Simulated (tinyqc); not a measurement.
Rise against time: self-heating of a transistor with one or more fingers, with temperature-dependent conductivity. Computed by tinyqc, a small Python program. Command: `OMP_NUM_THREADS=1 python tinyqc.py 3028411 3028412 out.jsonl selfheat walk`. One thread of a shared host (Intel(R) Xeon(R) Processor @ 2.30GHz), about 0.07 s of CPU time with the checks.

N long parallel fingers lie on the top face of a slab whose bottom is held at T_0; the top is otherwise insulated, and heat flows in two dimensions. P in W/mm is 1000 P in W/m.

Inputs (values chosen for the exercise, modelled on gallium nitride): conductivity at the base temperature kappa_0 = 145 W/(m K); power per gate width P = 3.8 W/mm; fingers N = 1; finger pitch s = 32 micrometre; width of the heat source w = 0.66 micrometre; substrate thickness t = 87 micrometre; heat capacity C = 2.94 1e6 J/(m^3 K); pulse length = 0.054 microsecond.

Power: power rises with temperature.

Method:
- A line source of power P on the top face raises the top at distance x by (P/(pi kappa_0)) g(x), g(x) = -ln tanh(pi x/(4 t)) (the image sum for the slab). On a strip of width w the centre sees the mean of g over the strip, g_0 = 1 + ln(8 t/(pi w)) for w much below t.
- theta_i = (P/(pi kappa_0)) [g_0 + sum over j != i of g(|i - j| s)], with equal powers and constant conductivity; thermal resistance = largest theta/P.
- After switching on, theta(tau) = (P D/kappa_0) int_0^tau X(u) Z(u) du at the hottest finger, D = kappa_0/C; X = sum over fingers at distance x of [erf((x + w/2)/r) - erf((x - w/2)/r)]/(2 w), Z = sum_(j=-200..200) (-1)^j exp(-(2 j t/r)^2)/sqrt(pi D u), r = 2 sqrt(D u); trapezoid rule on 300 points evenly spaced in ln u from u_0 = 1e-3 min(tau, w^2/D) to tau, plus the exact piece 2 sqrt(u_0/(pi D))/w below u_0. Conductivity and power are held at their base values here, and Fourier's law is used even where the diffusion length is near a phonon free path.

diffusivity D = 49.3197 micrometre^2/microsecond

theta of each finger (K): [56.8596]

largest theta = 56.8596 K

Heating curve:
```
time (microsecond)  sqrt(D time) (micrometre)  rise (K)  share of the steady rise
1.50e-04                             0.086011    3.8514                   0.06773
0.0015                                0.27199    10.589                    0.1862
0.015                                 0.86011    19.759                    0.3475
0.15                                   2.7199    29.317                    0.5156
1.5                                    8.6011    38.916                    0.6844
7.7                                    19.487    45.739                    0.8044
31                                     39.101    51.537                    0.9064
92                                     67.360    55.434                    0.9749
230                                    106.51     56.75                    0.9981
```

What does the comparison show, and why?

Half the steady rise is reached between 0.015 and 0.15 microseconds, and the last row holds 99.8 % of it; the slowest time constant is 4 t^2/(pi^2 D) = 62.2 microseconds. While the diffusion length lies between w and the pitch or thickness, the rise grows as the logarithm of time.

Extremes, crossings and ranges named in words are read from the listed rows.
